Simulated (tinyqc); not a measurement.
# Changing the pair distance r

Model: hydrogenic impurity: series, fields, screening, photoionisation and donor-acceptor pairs. Computed by tinyqc, a small Python program. Command: `OMP_NUM_THREADS=1 python tinyqc.py 3021360 3021361 out.jsonl hydrogenic sweep`. One thread of a shared host (Intel(R) Xeon(R) Processor @ 2.30GHz), about 0.01 s of CPU time with the checks.

One isotropic, parabolic band. Effective units: Ry* and a*, in which H = -nabla^2 - 2/r.

Inputs (values chosen for the exercise, for a model semiconductor):
```
quantity                 value  unit
electron mass m          0.255   m_0
dielectric constant eps   9.55     -
gap E_g                   3.75    eV
acceptor depth E_A         232   meV
rate prefactor W_0       1e+08   1/s
```

Parts treated: screening and pairs.

Constants: Ry = 13.605693123 eV; a_0 = 0.529177210903 angstrom; h x 1 THz = 4.135667696 meV; e^2/(4 pi eps_0) = 14.39964548 eV angstrom.

Method. Ry* = Ry m/eps^2, a* = a_0 eps/m; level n is bound by Ry*/n^2; <r> = (3/2) a* in 1s; lines 1s -> np at Ry* (1 - 1/n^2); 1 THz = 4.135667696 meV. No-phonon line h nu(r) = E_g - Ry* - E_A + e^2/(4 pi eps_0 eps r); rate W(r) = W_0 exp(-2 r/a*), the donor being the shallower centre; lifetime 1/W; zero field.

One run for each value:
```
pair distance r (angstrom)  Coulomb term (meV)  photon energy (eV)  lifetime (s)
41                                       36.78               3.517     6.265e-07
53                                       28.45               3.508     2.103e-06
69                                       21.85               3.502     1.057e-05
89                                       16.94               3.497     7.956e-05
150                                      10.05               3.490     3.751e-02
190                                       7.94               3.488     2.125e+00
250                                       6.03               3.486     9.056e+02
```

Give the missing row, pair distance r (angstrom) = 110.

Computed row:
```
pair distance r (angstrom)  Coulomb term (meV)  photon energy (eV)  lifetime (s)
110                                      13.71               3.494     6.623e-04
```

Interpolating between the two neighbouring rows (the first column on a logarithmic scale, the others too where they are positive) misses most in lifetime (s), by 46 %. Over the rows, Coulomb term (meV) falls from 36.8 to 6.03 (exponent d ln y / d ln x about -1.0 throughout); photon energy (eV) falls from 3.517 to 3.486 (exponent d ln y / d ln x -0.0092 between the first rows and -0.0020 between the last); lifetime (s) rises from 6.27e-7 to 906 (exponent d ln y / d ln x 4.7 between the first rows and 22 between the last). The Coulomb term of the ionised pair falls as 1/r while the overlap, and so the rate, falls exponentially.
